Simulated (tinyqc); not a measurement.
Inside a calculation. Model: ion-assisted plasma etching: sheath, surface coverage, synergy and aspect-ratio dependence. Computed by tinyqc, a small Python program that keeps every step. Command: `OMP_NUM_THREADS=1 python tinyqc.py 3014594 3014595 out.jsonl etch walk`. One thread of a shared host (Intel(R) Xeon(R) Processor @ 2.30GHz), about 0.06 s of CPU time with the checks. Intermediate numbers are printed to about 6 digits and carried at full precision; extremes and crossings named in words are read from the listed rows.

Radicals adsorb on bare sites; ions remove covered sites with a high yield and bare sites by sputtering; a slow spontaneous reaction acts everywhere, walls included.

Inputs (values chosen for the exercise, close to those used for silicon in a halogen plasma):
```
quantity,value,unit
plasma density n_e,9.3e+09,1/cm^3
electron temperature T_e,3.3,eV
ion mass M_i,80,u
sheath voltage V,590,V
radical density n,2.7e+13,1/cm^3
radical mass M_n,80,u
gas temperature T_g,350,K
sticking coefficient s,0.2,-
radicals per removed unit x,4,-
yield slope b,0.22,eV^(-1/2)
threshold E_th,14,eV
sputter slope b_p,0.023,eV^(-1/2)
sputter threshold E_p,29,eV
spontaneous reaction probability k_c,0.00075,-
solid density N,5e+22,1/cm^3
ion temperature T_i,0.4,eV
aspect ratio A,11,-
```

Feature: round hole.

Constants: e = 1.602176634e-19 C; u = 1.6605390666e-27 kg; k_B = 1.380649e-23 J/K; eps_0 = 8.8541878128e-12 F/m.

## Fluxes

Bohm speed u_B = sqrt(e T_e/M_i); ion flux G_i = 0.61 n_e u_B; radical flux G_n = n c/4 with c = sqrt(8 k_B T_g/(pi M_n)).

Bohm speed = 199500 cm/s

ion flux G_i = 1.13176e+15 1/(cm^2 s)

radical speed c = 30435.2 cm/s

radical flux G_n = 2.05438e+17 1/(cm^2 s)

flux ratio G_n/G_i = 181.520

## Sheath and ion angles

Debye length lambda_D = sqrt(eps_0 T_e/(e n_s)) with n_s = 0.61 n_e, T_e in volts; Child-law sheath d = (sqrt2/3) lambda_D (2 V/T_e)^(3/4); ion energy E = V + T_e/2; angular spread = arctan(sqrt(T_i/E)).

Debye length = 179.296 um

sheath thickness = 6950.08 um

ion energy E = 591.65 eV

angular spread = 1.48944 degrees

Caution: a sheath of several millimetres is collisional at usual pressures, which lowers the ion energy and widens the angles.

## Yields

Yields: Y = b (sqrt(E) - sqrt(E_th)) on covered sites, Y_p = b_p (sqrt(E) - sqrt(E_p)) on bare ones (zero below threshold).

yield Y = 4.52808

sputter yield Y_p = 0.435590

## Open-field etch rate

Steady coverage: s G_n (1 - theta) = x Y G_i theta; removal flux = Y G_i theta + Y_p G_i (1 - theta) + k_c G_n; rate = flux/N, 1 cm/s = 6e8 nm/min. Lateral rate = k_c G_n/N; anisotropy = 1 - lateral/vertical; synergy = vertical/(ions alone + radicals alone), with ions alone Y_p G_i/N and radicals alone the lateral rate.

coverage theta = 0.667153

vertical rate = 44.8456 nm/min

lateral rate = 1.84894 nm/min

anisotropy = 0.958771

synergy = 5.77554

Ions and radicals both limit the rate.

## Rate at the floor of the feature

Transmission of a round hole: K = 1/(1 + 3A/4), walls that scatter diffusely without loss. With a loss probability S = s (1 - theta) at the floor, G_b/G_n = K/(K + S - K S); theta follows G_b, and the two are solved together. Ions are taken to reach the floor unshadowed; G_b replaces G_n in every term of the rate; A is depth over diameter.

transmission K = 0.108108

G_b/G_n = 0.563410

coverage at the floor = 0.530359

rate at the floor = 36.4353 nm/min

floor rate over open-field rate = 0.812461

The lag is 19 %.

## Etch lag against aspect ratio

The formulas are those given above.

Floor of the feature:
```
A,K,G_b/G_n,theta,rate (nm/min),relative rate
0.5,0.727273,0.975246,0.661563,44.4892,0.992052
1.0,0.571429,0.950916,0.655884,44.1286,0.984010
2.0,0.400000,0.903571,0.644267,43.3953,0.967661
5.0,0.210526,0.772634,0.607636,41.1172,0.916862
10.0,0.117647,0.593438,0.543270,37.2084,0.829700
20.0,0.062500,0.366319,0.423379,30.1249,0.671746
50.0,0.025974,0.147258,0.227896,18.8547,0.420436
100.0,0.013158,0.070734,0.124173,12.9483,0.288730
```

K falls by a factor 55.3 over the rows and the rate by 3.44. Among these rows the rate stays within 10 % of the open-field value up to A = 5, with an open-field coverage of 0.67. Caution: rows with A above about 1/(2 tan(ion spread)) or 1/sqrt(k_c), often 10 to 30, are formal: ion shadowing, radical loss on the walls, redeposition of sputtered material and, in fluorocarbon plasmas, polymer growth are left out and add to the lag.

## Yield per ion against the flux ratio

The ion flux is fixed and the radical flux set by the ratio; the removal per ion is the removal flux over G_i.

Open field:
```
G_n/G_i,theta,rate (nm/min),removal per ion
0.3,0.003302,6.1024,0.44933
1,0.010922,6.5330,0.48104
3,0.032064,7.7285,0.56906
10,0.099441,11.5447,0.85005
30,0.248835,20.0519,1.47645
100,0.524764,36.1012,2.65819
300,0.768125,51.6645,3.80413
1000,0.916959,67.0670,4.93824
3000,0.970697,90.4255,6.65816
```

Coverage reaches one half at G_n/G_i = x Y/s = 90.6. Below that the ion-assisted part follows the radical flux, on top of the sputter floor Y_p = 0.436; above it the ion-assisted part saturates at Y = 4.53 per ion, and the further rise to 6.66 comes from the spontaneous reaction, which costs anisotropy.

Checks made by the program: series form 1/R = 1/(Y G_i) + x/(s G_n) of the ion-assisted part (relative difference below 1e-10).
